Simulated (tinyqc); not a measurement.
Dopant redistribution at a moving silicon-oxide interface during parabolic oxidation. Which input was changed? Computed by tinyqc, a small Python program. Command: `OMP_NUM_THREADS=1 python tinyqc.py 3018997 3018998 out.jsonl segox which`. One thread of a shared host (Intel(R) Xeon(R) Processor @ 2.30GHz), about 0.05 s of CPU time with the checks.

Uniformly doped silicon is oxidised with x_ox = sqrt(B t); the interface advances into the silicon by alpha x_ox, alpha = 0.44. The dopant does not move in the oxide, and at the interface C(silicon) = m C(oxide).

Inputs (values chosen for the exercise, modelled on arsenic in silicon under dry oxygen):
```
quantity                                           value    unit
dopant prefactor D0                                 9.22  cm^2/s
dopant activation energy E                          3.98      eV
oxidation prefactor B0                               832  um^2/h
oxidation activation energy E_B                     1.23      eV
segregation coefficient m = C(silicon)/C(oxide)      9.3       -
bulk doping C_B                                  2.7e+15  1/cm^3
temperature T                                        925       C
time t                                              0.38       h
```

Constants: k_B = 8.617333262e-05 eV/K.

Method:
- D = D0 exp(-E/(k_B T)), converted with 1 cm^2/s = 3.6e11 um^2/h; B = B0 exp(-E_B/(k_B T)); s = alpha sqrt(B/(4 D)), the interface advance over 2 sqrt(D t).
- Temperatures in kelvin are T(C) + 273.15.
- With the dopant diffusivity D and s = alpha x_ox/(2 sqrt(D t)), in the silicon C = C_B + (C_s - C_B) erfc(y/(2 sqrt(D t)))/erfc(s), y from the original surface. Dopant balance at the interface gives C_s/C_B = 1/[1 + (1/(m alpha) - 1) g], g = sqrt(pi) s exp(s^2) erfc(s).
- Consumed silicon held alpha x_ox C_B; the oxide holds x_ox times the dopant concentration in the oxide; the difference is the excess in the silicon; 1 um = 1e-4 cm.

Task: One of these inputs alone was changed, within the range given: dopant prefactor D0 (4.61 to 18.44); segregation coefficient m = C(silicon)/C(oxide) (4.65 to 18.6); time t (0.19 to 0.76); temperature T (800 to 1250). Which one, and to what value?

Results:
```
run     excess in the silicon (1/cm^2)  ratio C_s/C_B         s
before                    1.154443e+09       3.228201  2.116557
after                     1.069275e+09       3.228201  2.116557
```

Result:

Each candidate set to reproduce excess in the silicon, and what it then gives:
```
candidate                                        range searched  value needed  ratio C_s/C_B       s
dopant prefactor D0 (cm^2/s)                      4.61 to 18.44         8.182         3.2919  2.2468
segregation coefficient m = C(silicon)/C(oxide)    4.65 to 18.6         8.656         3.0638  2.1166
time t (h)                                         0.19 to 0.76        0.3260         3.2282  2.1166
temperature T (C)                                   800 to 1250         921.0         3.2759  2.2127
```

Only time t fits every result: it went from 0.38 to 0.326 h. The next best candidate, temperature T, misses one result by 4.5 %.

Caution: in this case the oxide is not much thicker than a typical Deal-Grove length A, so real growth is slower than parabolic. Caution: parabolic growth needs an oxide much thicker than the Deal-Grove length A, which fails for thin films and low temperatures; oxidation-enhanced or retarded diffusion is ignored.
